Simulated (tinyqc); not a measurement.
Long runs: velocity against field: Monte Carlo simulation of one carrier in a uniform electric field. Computed by tinyqc, a small Python program. Command: `OMP_NUM_THREADS=1 python tinyqc.py 3001698 3001699 out.jsonl mcfl walk`. One thread of a shared host (Intel(R) Xeon(R) Processor @ 2.30GHz), about 1 s of CPU time with the checks.

The force e F acts along +z. Flights end at the constant total rate Gamma; the part of Gamma that the real rates do not fill is self-scattering, which leaves k unchanged. One valley, no impurities; equivalent final valleys enter only through Z_f in the optical rate.

Inputs (values chosen for the exercise, modelled on electrons in germanium): effective mass m = 0.219 m_0; non-parabolicity alpha = 0.7 1/eV; density rho = 5323 kg/m^3; sound velocity v_l = 5310 m/s; acoustic deformation potential D_A = 11 eV; phonon energy hbar w = 31.4 meV; optical or intervalley deformation potential D_o = 4.9 1e8 eV/cm; final valleys Z_f = 3; lattice temperature T = 100 K; electric field F = 4.1 kV/cm; energy E_max up to which Gamma must cover the rates = 0.6 eV; seed of the random numbers = 44385.

Crystal: non-polar. Band: Kane.

Constants: k_B = 1.380649e-23 J/K; e = 1.602176634e-19 C; hbar = 1.054571817e-34 J s; m_0 = 9.1093837015e-31 kg; hbar = 6.582119569e-16 eV s; k_B = 8.617333262e-05 eV/K.

Method:
- Kane band: hbar^2 k^2/(2 m) = E (1 + alpha E), speed v = hbar k/(m (1 + 2 alpha E)), states per spin, volume and energy g(E) = m k (1 + 2 alpha E)/(2 pi^2 hbar^2); overlap factors are set to 1. Masses are multiplied by m_0 and all formulas are in SI units.
- Phonon occupation N_q = 1/(exp(hbar w/(k_B T)) - 1).
- Acoustic deformation potential (elastic, equipartition, absorption and emission together): 1/tau = 2 pi k_B T D_A^2 g(E)/(hbar rho v_l^2).
- Optical or intervalley deformation potential: 1/tau = (pi Z_f D_o^2/(rho w)) [N_q g(E + hbar w) + (N_q + 1) g(E - hbar w)], with g = 0 below the band edge.
- Gamma is 1.05 times the largest total rate on the grid E = (j + 1/2) E_max/400, j = 0..399.
- On the grid E_j = (j + 1/2) hbar w/12 up to 20 k_B T + 2 hbar w, solve (sum of rates) l(E) = v(E); mu_0 = e sum g v l exp(-E/k_B T)/(3 k_B T sum g exp(-E/k_B T)).
- Flight: t = -ln(r1)/Gamma; k_z grows by e F t/hbar; E follows from the band; dz = (E_end - E_start)/(e F).
- Choice: with cumulative rates in the order acoustic, absorption, emission, the process is the first whose sum exceeds r2 Gamma; if none, self-scattering.
- Final state: E' = E, E + hbar w or E - hbar w gives k'. Isotropic processes: cos(theta) = 1 - 2 r3 from the z axis, phi = 2 pi r4, k' (sin theta cos phi, sin theta sin phi, cos theta).
- Each row: 250 carriers from a thermal start, 1600 flights each, the first half discarded, random numbers not printed; the error is the standard error over ten groups; the mean energy is taken at the ends of flights, which sample time evenly. Fields at which more than 0.02 % of the events exceed Gamma are left out.

Gamma = 15.4502 1e12/s

low-field mobility mu_0 = 14687.2 cm^2/(V s)

Monte Carlo results:
```
F (kV/cm)  drift velocity (1e5 m/s)  error (1e5 m/s)  mu_0 F (1e5 m/s)  mean energy (meV)  real events (%)
1.0                           0.584           0.0084            1.4687               28.0             5.77
2.0                           0.746           0.0095            2.9374               44.2             8.93
4.1                           0.845           0.0065            6.0218               85.6            15.90
```

What follows from these numbers?

At the lowest field the drift velocity is 0.40 +/- 0.01 of the ohmic value mu_0 F, at the highest 0.14 +/- 0.00. The mean energy goes from 28 to 86 meV against the parabolic-band thermal value 3 k_B T/2 = 13 meV: the carriers heat, more of them reach the emission threshold, where they lose momentum, and the curve bends below the ohmic line. Only 6 to 16 % of the events are real; the rest is the price of a constant Gamma. Where hbar w is several k_B T, energy relaxes slowly and the low-field energies may still be drifting.

Extremes, crossings and ranges named in words are read from the listed rows.
